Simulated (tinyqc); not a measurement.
From results back to parameters: BHZ model on a square lattice (one spin block). Five cases, with inputs chosen for the exercise.

Problem. Near Gamma E = -D k^2 -/+ sqrt(A^2 k^2 + (M - B k^2)^2), so the curvature of the upper band, E = |M| + c+ k^2, is c+ = -D + A^2/(2|M|) - B sign(M), and of the lower one c- = -D - A^2/(2|M|) + B sign(M). M and A are given; c+ and c- come from hidden B and D.

Find: D, B; order of the bands.

Method. The mean of the curvatures is -D; half their difference is A^2/(2|M|) - B sign(M). The bands are inverted where M/B > 0.

Case 1.

Values chosen (out of a larger set: of the size used for HgTe wells; not measured data): A = 3.85 eV angstrom; M = -0.0082 eV (mass term).

c+, c- (eV angstrom^2): 887.411  -781.011

Solution.

D, B (eV angstrom^2): -53.2  -69.6

order of the bands: inverted

Case 2.

Values chosen (out of a larger set: of the size used for HgTe wells; not measured data): A = 3.72 eV angstrom; M = 0.0215 eV (mass term).

c+, c- (eV angstrom^2): 453.523  -339.323

Solution.

D, B (eV angstrom^2): -57.1  -74.6

order of the bands: normal

Case 3.

Values chosen (out of a larger set: of the size used for HgTe wells; not measured data): A = 3.86 eV angstrom; M = -0.0234 eV (mass term).

c+, c- (eV angstrom^2): 293.768  -197.768

Solution.

D, B (eV angstrom^2): -48.0  -72.6

order of the bands: inverted

Case 4.

Values chosen (out of a larger set: of the size used for thin Bi2Se3 films; not measured data): A = 2.35 eV angstrom; M = -0.0397 eV (mass term).

c+, c- (eV angstrom^2): 55.153  -44.953

Solution.

D, B (eV angstrom^2): -5.1  -19.5

order of the bands: inverted

Case 5.

Values chosen (out of a larger set: of the size used for thin Bi2Se3 films; not measured data): A = 2.61 eV angstrom; M = -0.1027 eV (mass term).

c+, c- (eV angstrom^2): 21.565  -11.965

Solution.

D, B (eV angstrom^2): -4.8  -16.4

order of the bands: inverted

Computed by tinyqc, one run a case: `OMP_NUM_THREADS=1 python tinyqc.py N N+1 out.jsonl` with N = 1450146, 1450156, 1450166, 1450190, 1450236; one thread of a shared Intel(R) Xeon(R) Processor @ 2.30GHz, about 0.2 s a run at most.
